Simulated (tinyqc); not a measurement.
CMOS inverter, nodal equation and switching: two steps of the calculation.

An n-channel pull-down (bn, VTn) and a p-channel pull-up (bp, VTp) share the input Vin and the output node Vout, which carries the load C. Transistor (EKV form, voltages against the body): I = 2 n b Vt^2 [F(vp - Vs) - F(vp - Vd)] from drain to source, F(v) = ln^2(1 + exp(v/(2 Vt))), vp = (Vg - VT + sg |Vd - Vs|)/n. n-channel bodies are at 0; for the p-channel device all voltages are counted down from Vdd. b in uA/V^2 gives I in uA. Static: In = Ip. Transient: C dVout/dt = Ip - In. No velocity saturation, no gate capacitance beyond C.

Parameters, values chosen for the exercise:
```
symbol  value    unit                                  meaning
T         293       K                              temperature
Vdd       0.6       V                           supply voltage
n        1.35                                     slope factor
sg        0.1                   drain-induced barrier lowering
VTn      0.31       V                      n-channel threshold
VTp      0.33       V          p-channel threshold (magnitude)
bn        180  uA/V^2  gain factor of the pull-down transistor
bp         90  uA/V^2    gain factor of the pull-up transistor
C         2.3      fF                         load capacitance
Vin      0.36       V                            input voltage
dt         20      ps                                time step
```

Constants: q = 1.602176634e-19 C, kB = 1.380649e-23 J/K, Vt = kB T/q. Results are converted to the units shown.

Problem 1. Transfer curve. For each Vin solve In = Ip; gain = dVout/dVin.

Vin, point 0 to 10 (V): 0  0.06  0.12  0.18  0.24  0.3  0.36  0.42  0.48  0.54  0.6

Wanted: Vout; supply current; gain.

Solution 1.

```
point	Vout (V)	supply current (uA)	gain
0	0.6000	1.972e-4	0.000
1	0.5999	0.001107	-0.002
2	0.5995	0.005934	-0.016
3	0.5961	0.02875	-0.142
4	0.5536	0.1084	-2.548
5	0.0638	0.1203	-4.399
6	0.0042	0.03791	-0.159
7	0.0005	0.008670	-0.017
8	0.0001	0.001709	-0.002
9	0.0000	3.125e-4	0.000
10	0.0000	5.518e-5	0.000
```

The switching point Vin = Vout lies at 0.2755 V, with a gain of -10.0.

Problem 2. One time step of the falling output. The input steps to Vdd at t = 0; I = In - Ip. Trapezoidal rule: V(new) = V - (dt/C)[I(V) + I(V(new))]/2, solved for V(new); 1 ps uA/fF = 1 mV.

Vout at t = 0 = 0.6 V

Find: I(V); I(V(new)); Vout after step 1.

Solution 2.

I(V) = 8.1854 uA
I(V(new)) = 7.8645 uA
Vout after step 1 = 0.53022 V

Numbers from tinyqc (`OMP_NUM_THREADS=1 python tinyqc.py 2340039 2340040 out.jsonl`; about 0.04 s on one thread of a shared Intel Xeon 2.30GHz).
